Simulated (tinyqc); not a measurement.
Insulator thickness and V0 from two charges.

Inverse problem. In an undoped wire Vg - V0 = Q/Cox + Vt ln(Q/Q0) + Vt ln(1 + Q/Q0) at the source, with Q0 = 4 eps0 eps_r Vt/R and Cox = eps0 eox/(R ln(1 + tox/R)). Find Cox, tox and V0.

Inputs (values chosen for the exercise); material values those of a made-up semiconductor: temperature T = 325 K; relative permittivity of the semiconductor eps_r = 11.4; relative permittivity of the gate insulator eox = 7.78; wire radius R = 10 nm.

Constants: q = 1.602176634e-19 C, kB = 1.380649e-23 J/K, Vt = kB T/q, eps0 = 8.8541878128e-14 F/cm where lengths are in cm. Results are converted to the units shown.

Qs at Vg = 0.73 and 1.13 V (nC/cm^2): [658.61990, 1810.3135]

Solution. The two equations are linear in 1/Cox and V0; tox follows by inverting the logarithm.

Cox = 3.33 uF/cm^2
tox = 2.30 nm
V0 = 0.429 V

Computed by the program tinyqc: `OMP_NUM_THREADS=1 python tinyqc.py 2460022 2460023 out.jsonl`, one thread of a shared Intel Xeon 2.30GHz, about 0.02 s for the whole run.
